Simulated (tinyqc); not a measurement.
## Schottky emission and Poole-Frenkel conduction in an insulator, and how to tell them apart: effect of temperature

Schottky emission (electrode-limited): J = As T^2 exp[-(pb - b sqrt(F))/Vt], b = sqrt(q/(4 pi eps0 ei)). Poole-Frenkel emission (bulk-limited): J = s0 F exp[-(pt - 2 b sqrt(F))/Vt]. F in V/cm.

Both formulas at the same field.

Values chosen for this exercise; dielectric values close to those of silicon nitride:

| symbol | value | unit | meaning |
|---|---|---|---|
| ei | 4.1 |  | high-frequency relative permittivity |
| pt | 1.03 | eV | trap depth |
| s0 | 0.12 | S/cm | Poole-Frenkel prefactor |
| pb | 1.03 | eV | electrode barrier |
| As | 61 | A/(cm^2 K^2) | Richardson constant |
| F | 1.5 | MV/cm | field |

Constants: q = 1.602176634e-19 C, kB = 1.380649e-23 J/K, Vt = kB T/q, eps0 = 8.8541878128e-14 F/cm where lengths are in cm. Results are converted to the units shown.

Effect of temperature:
```
T (K)	J, Schottky (A/cm^2)	J, Poole-Frenkel (A/cm^2)	ratio
225	3.629e-12	2.928e-8	1.240e-4
260	1.256e-9	1.542e-6	8.146e-4
300	1.960e-7	4.610e-5	0.004251
340	9.615e-6	6.196e-4	0.01552
380	2.131e-4	0.004819	0.04421
420	0.002670	0.02536	0.1053
475	0.04422	0.1576	0.2807
```

The Schottky current grows by 10.1 decades and the Poole-Frenkel current by 6.73, as their lowered barriers are 0.800 and 0.571 eV. A tunnelling current would hardly change over this range. For T = 225, 260, 300 a Fowler-Nordheim estimate for tunnelling through pb with a mass of 0.4 m0 exceeds the Schottky current, so tunnelling, left out here, would compete. For T = 225 a Fowler-Nordheim estimate for tunnelling through pb with a mass of 0.4 m0 exceeds the Poole-Frenkel current, so tunnelling, left out here, would compete.

Program tinyqc, `OMP_NUM_THREADS=1 python tinyqc.py 2370153 2370154 out.jsonl`; Intel Xeon 2.30GHz, shared host, one thread, about 0.01 s.
